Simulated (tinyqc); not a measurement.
Nucleation and growth of vacancy voids in a cooling silicon-like crystal: one step, computed by the program tinyqc.

Spherical voids; vacancies are lost only to voids.

Problem. Nucleation rate at T with the initial excess. C_e = C_m exp[-(E_f/k_B)(1/T - 1/T_m)]; D = D0 exp(-E_m/(k_B T)); f = k_B T ln(C/C_e); r* = 2 gamma/(rho f); W* = 16 pi gamma^3/(3 rho^2 f^2); Z = f/sqrt(12 pi W* k_B T); I = rho Z (4 pi r* D C) exp(-W*/(k_B T)).

Inputs (values chosen for the exercise, close to those used for silicon): vacancy density at the melting point C_m = 5.8e+14 1/cm^3; formation energy E_f = 3.88 eV; melting point T_m = 1685 K; diffusion prefactor D0 = 0.00044 cm^2/s; migration energy E_m = 0.41 eV; site density rho = 5e+22 1/cm^3; void surface energy gamma = 0.964 J/m^2; temperature of the worked step T = 1330 K.

initial excess C = 1.30e+14 1/cm^3

Constants: k_B = 8.617333262e-05 eV/K; k_B = 1.380649e-23 J/K; e = 1.602176634e-19 C.

Give: C_e; D; driving force f; critical radius r*; W*/(k_B T); rate I.

Solution.

C_e = 4.633e+11 1/cm^3

D = 1.230e-05 cm^2/s

driving force f = 0.6460 eV

critical radius r* = 0.3725 nm

W*/(k_B T) = 30.52

rate I = 3.467e+11 1/(cm^3 s)

Cooling by 10 K multiplies I by 7.2: nucleation switches on within a narrow range of temperature. Caution: at such a rate voids would have used up the initial excess before the crystal cooled to this T.
